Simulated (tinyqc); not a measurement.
Global model of a low-pressure process discharge: electron temperature, density, ion flux and ion energy: one step, computed by the program tinyqc.

Maxwellian electrons with temperature T_e in eV, one positive ion, no negative ions, uniform bulk density n; rate constants have the Arrhenius form.

Task: Geometry factors. n_g = p/(k_B T_g); lambda_i = 1/(n_g sigma); h_L = 0.86/sqrt(3 + L/(2 lambda_i)), h_R = 0.8/sqrt(4 + R/lambda_i); A_eff = 2 pi R^2 h_L + 2 pi R L h_R; d_eff = pi R^2 L/A_eff.

Inputs (values chosen for the exercise, of the order of those of an inductive discharge in a simple atomic gas):

| quantity | value | unit |
|---|---|---|
| ion-neutral cross section | 8.3e-19 | m^2 |
| pressure p | 2.4 | Pa |
| gas temperature T_g | 300 | K |
| radius R | 18 | cm |
| height L | 12 | cm |

Constants: k_B = 1.380649e-23 J/K.

Give: gas density n_g; ion mean free path; h_L; h_R; A_eff; d_eff.

Result:

gas density n_g = 5.794e+20 1/m^3

ion mean free path = 0.2079 cm

h_L = 0.1524

h_R = 0.08406

A_eff = 424.3 cm^2

d_eff = 28.79 cm

Caution: at so short an ion path the formulas for h_L and h_R give way to the ambipolar-diffusion limit.
